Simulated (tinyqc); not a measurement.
Worked calculation: plane-wave Kohn-Sham cycle with exchange-only LDA in a layered model solid. One step of it, computed by the program tinyqc.

Question. Iteration 1: potential. V_H(G) = 4 pi rho(G)/G^2 for G != 0 (uniform background); v_x = -(3 rho/pi)^(1/3); V = V_ext + V_H + v_x; Fourier components f(G_m) = (1/N) sum_j f(x_j) exp(-i G_m x_j).

A solid whose potential varies along x alone (atomic units):

| parameter | value |
|---|---|
| period a | 14.700000 |
| cross-section of the cell | 23.000000 |
| electrons per cell | 2 |
| grid points | 16 |
| plane waves -n..n, n | 3 |
| k points | 3 |
| V1 in V1 cos(2 pi x/a) | -0.560000 |

density at the start, on the grid x_j = j a/N (e/bohr^3): 0.00591541  0.00591541  0.00591541  0.00591541  0.00591541  0.00591541  0.00591541  0.00591541  0.00591541  0.00591541  0.00591541  0.00591541  0.00591541  0.00591541  0.00591541  0.00591541

Give: Potentials on the grid; V(G_m), m = 0, 1, 2, ....

Answer.

Potentials on the grid (hartree):

| x | V_ext | V_H | v_x | V |
|---|---|---|---|---|
| 0.0000 | -0.5600 | 0.0000 | -0.1781 | -0.7381 |
| 0.9187 | -0.5174 | 0.0000 | -0.1781 | -0.6955 |
| 1.8375 | -0.3960 | 0.0000 | -0.1781 | -0.5741 |
| 2.7563 | -0.2143 | 0.0000 | -0.1781 | -0.3924 |
| 3.6750 | 0 | 0.0000 | -0.1781 | -0.1781 |
| 4.5938 | 0.2143 | 0.0000 | -0.1781 | 0.0362 |
| 5.5125 | 0.3960 | 0.0000 | -0.1781 | 0.2179 |
| 6.4313 | 0.5174 | 0.0000 | -0.1781 | 0.3393 |
| 7.3500 | 0.5600 | 0.0000 | -0.1781 | 0.3819 |
| 8.2688 | 0.5174 | 0.0000 | -0.1781 | 0.3393 |
| 9.1875 | 0.3960 | 0.0000 | -0.1781 | 0.2179 |
| 10.1062 | 0.2143 | 0.0000 | -0.1781 | 0.0362 |
| 11.0250 | 0 | 0.0000 | -0.1781 | -0.1781 |
| 11.9437 | -0.2143 | 0.0000 | -0.1781 | -0.3924 |
| 12.8625 | -0.3960 | 0.0000 | -0.1781 | -0.5741 |
| 13.7812 | -0.5174 | 0.0000 | -0.1781 | -0.6955 |

V(G_m), m = 0, 1, 2, ... (hartree): -0.1781  -0.2800  0.0000  0.0000  0.0000  0.0000  0.0000
